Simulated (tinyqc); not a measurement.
Energy and delay of logic against supply voltage: two steps of the calculation.

One expression serves below and above threshold: I(Vg) = Ik [ln(1 + exp((Vg - VT + dd V)/(al nf Vt)))]^al, with I_on = I(V) and I_off = I(0). Gate delay td = kd C V/I_on, clock period LD td. Per gate and cycle the switching energy is act C V^2 and the leakage energy I_off V LD td. No short-circuit current, no variation. Minima are sought above 0.09 V; below a few Vt gates no longer switch and the model has no meaning.

Inputs (values chosen for the exercise); values of the order met in logic technologies: temperature T = 358 K; threshold voltage at zero drain bias VT = 0.25 V; slope factor nf = 1.35; barrier lowering per volt of supply dd = 0.02; specific current of a gate Ik = 1.4 uA; exponent of the current law al = 1.89; load capacitance of a gate C = 2.3 fF; delay factor kd = 0.7; logic depth LD = 16; activity factor act = 0.02; supply voltage V = 0.78 V.

Constants: q = 1.602176634e-19 C, kB = 1.380649e-23 J/K, Vt = kB T/q. Results are converted to the units shown.

Question 1. Currents, delay and energies. I_on, I_off, td, clock frequency 1/(LD td), both energies and their sum.

Wanted: I_on; I_off; td; clock frequency; switching energy; leakage energy; energy.

Answer 1.

I_on = 54.37 uA
I_off = 4.802 nA
td = 23.10 ps
clock frequency = 2.706 GHz
switching energy = 27.99 aJ
leakage energy = 1.384 aJ
energy = 29.37 aJ

I_on/I_off = 11300; leakage makes up 4.71 % of the energy.

Question 2. New V. Minimum-energy supply: E(V) is the energy per gate and cycle; with h = 0.001 V, E' = (E(V + h) - E(V - h))/(2 h), E'' = (E(V - h) - 2 E(V) + E(V + h))/h^2, V(new) = V - E'/E''.

V at the start = 0.39 V

Wanted: E'; E''; V after iteration 1.

Answer 2.

E' = 21.31 aJ/V
E'' = 244.5 aJ/V^2
V after iteration 1 = 0.3029 V

Numbers from tinyqc (`OMP_NUM_THREADS=1 python tinyqc.py 2082079 2082080 out.jsonl`; about 0.01 s on one thread of a shared Intel Xeon 2.30GHz).
